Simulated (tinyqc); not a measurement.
Transfer-length model of a contact: two steps of the calculation.

A metal contact of length d and width W on a thin layer of the same width. The metal has no resistance, the sheet resistance under it equals Rsh, and current enters the layer at the front edge x = 0.

Parameters, values chosen for the exercise:
```
symbol,value,unit,meaning
d,0.47,um,contact length
W,10,um,contact width
```

Task 1. Straight-line fit. Pairs of such contacts at gaps L have R_T = Rsh L/W + 2 Rc. The values of R_T were made from Rsh and rc with a random scatter of 0.2 % and are treated as data. Least squares: slope = sum (L - mean L)(R_T - mean R_T)/sum (L - mean L)^2, intercept = mean R_T - slope mean L. Rsh = slope W, Rc = intercept/2, and A = Rc/slope is half the distance from the origin to the zero of the line.

L, gap 1 to 4 (um): [1.1, 1.8, 3.1, 5.4]
R_T, gap 1 to 4 (ohm): [63.523, 85.254, 125.46, 196.83]

Find: slope; intercept; Rsh; Rc; A.

Result 1.

slope = 30.997 ohm/um
intercept = 29.425 ohm
Rsh = 309.97 ohm/sq
Rc = 14.712 ohm
A = 0.47464 um

Task 2. Transfer length. A = Lt coth(d/Lt) is solved for Lt, starting from Lt = A. Lt(new) = A tanh(d/Lt).

A = 0.47463761 um
Lt after iteration 1 = 0.35951901 um

Give: Lt after iteration 2.

Result 2.

Lt after iteration 2 = 0.40989 um

Numbers from tinyqc (`OMP_NUM_THREADS=1 python tinyqc.py 2760068 2760069 out.jsonl`; about 0.01 s on one thread of a shared Intel Xeon 2.30GHz).
